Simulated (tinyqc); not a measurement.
Interlayer thickness: switching kinetics of a ferroelectric film and the memory window of a ferroelectric gate stack. Computed by tinyqc, a small Python program. Command: `OMP_NUM_THREADS=1 python tinyqc.py 3031760 3031761 out.jsonl feswitch walk`. One thread of a shared host (Intel(R) Xeon(R) Processor @ 2.30GHz), about 0.01 s of CPU time with the checks.

Fields in MV/cm; 1 microcoulomb/cm^2 over eps_0 is 11.29409 MV/cm. In the stack (metal, ferroelectric, interlayer, channel) the channel is taken as a conductor.

Inputs (values chosen for the exercise, for a model hafnia-based film):

| quantity | value | unit |
|---|---|---|
| saturation polarisation P_s | 14 | microcoulomb/cm^2 |
| ratio P_r/P_s | 0.7 | - |
| coercive field E_c | 1.5 | MV/cm |
| permittivity of the ferroelectric eps_F | 42 | - |
| thickness t_F | 15 | nm |
| permittivity of the interlayer eps_I | 7.5 | - |
| share s of P screened by trapped charge | 0.73 | - |
| pulse height V | 4.8 | V |
| breakdown field of the interlayer | 15 | MV/cm |

Method. Series stack: V = E_F t_F + E_I t_I and eps_I E_I = eps_F E_F + (1 - s) P/eps_0. E_I is for P = +P_s at the pulse height, the depolarising field for P = +P_r at V = 0; V needed puts E_F = 1.5 E_c after switching.

Stack against t_I:

| t_I (nm) | E_F after (MV/cm) | E_I (MV/cm) | depolarising field / E_c | V needed (V) |
|---|---|---|---|---|
| 0.3 | 2.7753 | 21.234 | 0.04778 | 3.9238 |
| 0.5 | 2.5367 | 19.898 | 0.07462 | 4.2896 |
| 0.8 | 2.2303 | 18.182 | 0.10909 | 4.8384 |
| 1.2 | 1.8955 | 16.307 | 0.14676 | 5.5701 |
| 1.6 | 1.6232 | 14.782 | 0.17739 | 6.3018 |
| 2.0 | 1.3975 | 13.518 | 0.20278 | 7.0334 |
| 3.0 | 0.9724 | 11.138 | 0.25060 | 8.8627 |

What follows from these numbers?

Each nanometre of interlayer costs 1.83 V, against 0.22 V for a nanometre of ferroelectric. The depolarising field grows from 0.05 to 0.25 E_c. At E_F = 1.5 E_c the interlayer carries (1.5 eps_F E_c + (1 - s) P_s/eps_0)/eps_I = 18.3 MV/cm whatever its thickness, above its breakdown field of 15 MV/cm, so the voltages in the last column could not be applied without breakdown. Caution: rows with E_I above the breakdown field of the interlayer cannot be reached without charge injection. Caution: where E_F after switching is below E_c the switching stalls before P_s, and where the depolarising field exceeds E_c the state switches back, so those rows describe states that are not held.
